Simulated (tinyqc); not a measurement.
Chemical trend: level against potential: deep trap from a strong local potential in a two-band host (Koster-Slater model with semi-elliptic bands). Computed by tinyqc, a small Python program. Command: `OMP_NUM_THREADS=1 python tinyqc.py 3003290 3003291 out.jsonl deeptrap walk`. One thread of a shared host (Intel(R) Xeon(R) Processor @ 2.30GHz), about 0.02 s of CPU time with the checks.

The valence band spans -2 W_v to 0 and the conduction band E_g to E_g + 2 W_c. The orbital at the impurity site has weight f_v in the valence band and 1 - f_v in the conduction band, each spread as a semi-ellipse (2/(pi W^2)) sqrt(W^2 - x^2) about the band centre. The impurity adds U to this orbital. Spin is left out.

Inputs (values chosen for the exercise, with a gap close to that of germanium):

| quantity | value | unit |
|---|---|---|
| gap E_g | 0.676 | eV |
| half-width of the valence band W_v | 4.1 | eV |
| half-width of the conduction band W_c | 2.2 | eV |
| valence weight f_v of the site orbital | 0.6 | - |

Impurity: repulsive, acceptor-like.

Method:
- In the gap G(E) = f_v (2/W_v^2)[x - sqrt(x^2 - W_v^2)] - (1 - f_v)(2/W_c^2)[y - sqrt(y^2 - W_c^2)], x = E + W_v, y = E_g + W_c - E.
- G falls across the gap from G(0) to G(E_g). A repulsive U binds if U > 1/G(0), an attractive one if U < 1/G(E_g); the vacancy level (U infinite) solves G(E) = 0 (bisection).
- The trap level solves G(E) = 1/U (bisection). With D = -dG/dE = D_v + D_c, D_v = f_v (2/W_v^2)[x/sqrt(x^2 - W_v^2) - 1] and D_c = (1 - f_v)(2/W_c^2)[y/sqrt(y^2 - W_c^2) - 1], the weight on the impurity orbital is 1/(U^2 D) and the conduction-band character is D_c/D.
- U is 1.05, 1.2, 1.5, 2, 3, 5, 10 and 30 times the threshold, rounded to three digits; the largest values are formal and only show the vacancy limit.

repulsive threshold = 8.09766 eV

vacancy level = 0.284933 eV

Trend:

| U (eV) | E_t (eV) | weight on the impurity | conduction character | E_t - vacancy level (eV) |
|---|---|---|---|---|
| 8.50 | 0.00081 | 0.003839 | 0.02536 | -0.28412 |
| 9.72 | 0.00995 | 0.010104 | 0.08840 | -0.27498 |
| 12.10 | 0.03810 | 0.012367 | 0.17450 | -0.24683 |
| 16.20 | 0.08416 | 0.009782 | 0.26490 | -0.20078 |
| 24.30 | 0.14315 | 0.005307 | 0.35514 | -0.14178 |
| 40.50 | 0.19739 | 0.002093 | 0.42718 | -0.08754 |
| 81.00 | 0.24064 | 0.000542 | 0.48025 | -0.04430 |
| 243.00 | 0.27011 | 0.000061 | 0.51483 | -0.01482 |

What does the comparison show, and why?

dE_t/dU equals the weight on the impurity, which peaks at 0.012 (U = 12.1 eV) and falls to 6.1e-5 in the last row, so beyond the peak each further eV of potential moves the level less. The level nears the vacancy level, 0.285 eV, as 1/U: it is 0.044 eV away at 10 times the threshold and 0.015 eV at 30 times, and the state is then host-like.

Extremes, crossings and ranges named in words are read from the listed rows.
